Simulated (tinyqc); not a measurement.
Worked calculation: coherent transport through a tight-binding region between two chains. One step of it, computed by the program tinyqc.

Task: Transmission at E = -0.48 eV. Surface Green function g = (E - i sqrt(4 t^2 - E^2)) / (2 t^2); self-energy tc^2 g on each contact site; G = (E - H - Sigma)^(-1); Gamma = -2 Im Sigma; T = Gamma_L Gamma_R |G_LR|^2; local density of states -Im G_ii / pi.

H of the central region (eV):
```
           1          2          3          4          5          6
1   0.000000  -1.800000   0.000000   0.000000   0.000000   0.000000
2  -1.800000   0.890000  -1.800000   0.000000   0.000000   0.000000
3   0.000000  -1.800000   0.890000  -1.300000   0.000000   0.000000
4   0.000000   0.000000  -1.300000   0.890000  -1.390000   0.000000
5   0.000000   0.000000   0.000000  -1.390000   0.890000  -1.350000
6   0.000000   0.000000   0.000000   0.000000  -1.350000   0.000000
```

Leads: semi-infinite chains with site energy 0:
```
parameter                           value
lead hopping t (eV)              2.270000
coupling to the left lead (eV)   1.060000
coupling to the right lead (eV)  1.470000
left contact site                       1
right contact site                      6
```

E = -0.480000 eV

Give: g; G; local density of states; transmission.

Result:

g = -0.0466-0.4381i 1/eV

G (1/eV):
```
                 1                2                3                4
1  -0.1695-0.5459i   0.3660-0.0834i   0.4481+0.4824i  -0.0346+0.6238i
2   0.3660-0.0834i   0.0642-0.1199i   0.2384-0.0079i   0.1624+0.1577i
3   0.4481+0.4824i   0.2384-0.0079i  -0.2666-0.4885i   0.1582-0.5038i
4  -0.0346+0.6238i   0.1624+0.1577i   0.1582-0.5038i  -0.0581-0.7493i
5  -0.4532+0.1637i  -0.0629+0.1628i   0.4053-0.0397i   0.5142-0.2673i
6  -0.4242-0.4762i  -0.2310+0.0029i   0.2484+0.4784i   0.5817+0.5002i

                 5                6
1  -0.4532+0.1637i  -0.4242-0.4762i
2  -0.0629+0.1628i  -0.2310+0.0029i
3   0.4053-0.0397i   0.2484+0.4784i
4   0.5142-0.2673i   0.5817+0.5002i
5   0.1278-0.2263i   0.3410+0.0456i
6   0.3410+0.0456i  -0.2529-0.4688i
```

local density of states (1/eV): 0.1738  0.0382  0.1555  0.2385  0.0720  0.1492

transmission = 0.7581
